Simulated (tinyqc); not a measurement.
What moves the exposure: standing waves and exposure in a photoresist film.

Normal incidence from air. Unexposed resist: N1 = n1 + i k1 with k1 = (A + B) lam/(4 pi), lam in micrometres. r01 = (1 - N1)/(1 + N1), t01 = 2/(1 + N1). Below the resist lie the layer Na = na + i ka and the substrate Ns = ns + i ks: r12 = (r1a + ras x)/(1 + r1a ras x), x = exp(4 pi i Na da/lam), r1a = (N1 - Na)/(N1 + Na), ras = (Na - Ns)/(Na + Ns). With p = exp(2 pi i N1 d/lam), the field at depth z is E(z) = t01 [exp(2 pi i N1 z/lam) + r12 p^2 exp(-2 pi i N1 z/lam)]/(1 + r01 r12 p^2), the relative intensity I(z) = n1 |E(z)|^2 and the reflectance R = |(r01 + r12 p^2)/(1 + r01 r12 p^2)|^2.

Values chosen for the exercise (a resist on Si, indices near tabulated ones; not measured data): lam = 365 nm (vacuum wavelength); n1 = 1.719 (resist index); A = 0.61 1/micrometre (bleachable absorption (Dill A)); B = 0.12 1/micrometre (fixed absorption (Dill B)); d = 1098 nm (resist thickness); ns = 6.505 (substrate n); ks = 2.714 (substrate k); na = 1.752 (n of the bottom antireflection layer); ka = 0.329 (its k); da = 28 nm (its thickness).

The mean of I is over 800 depths.

One parameter was then changed.

Results before and after:
```
case     |r12|^2       R  mean I  I at the bottom
base      0.2948  0.0353  0.8081           0.6719
changed   0.2091  0.0789  0.7303           0.7662
```

Which of these changes was made? (a) ka = 0.428; (b) B = 0.32 1/micrometre; (c) da = 38 nm; (d) ks = 2.443; (e) n1 = 1.736; (f) d = 1108 nm.

Answer: (c) da = 38 nm. Of the candidates, run in turn, only this one gives the changed row.

All candidates:
```
case                   |r12|^2       R  mean I  I at the bottom
base                    0.2948  0.0353  0.8081           0.6719
d = 1108 nm             0.2948  0.0976  0.7527           0.6222
n1 = 1.736              0.2955  0.1077  0.7484           0.6261
B = 0.32 1/micrometre   0.2925  0.0322  0.7037           0.5283
ks = 2.443              0.2894  0.0337  0.8067           0.6614
da = 38 nm              0.2091  0.0789  0.7303           0.7662
ka = 0.428              0.2793  0.0305  0.8043           0.6404
```

(tinyqc, `OMP_NUM_THREADS=1 python tinyqc.py 1651048 1651049 out.jsonl`, Intel(R) Xeon(R) Processor @ 2.30GHz, 1 thread, shared host, about 0.01 s.)
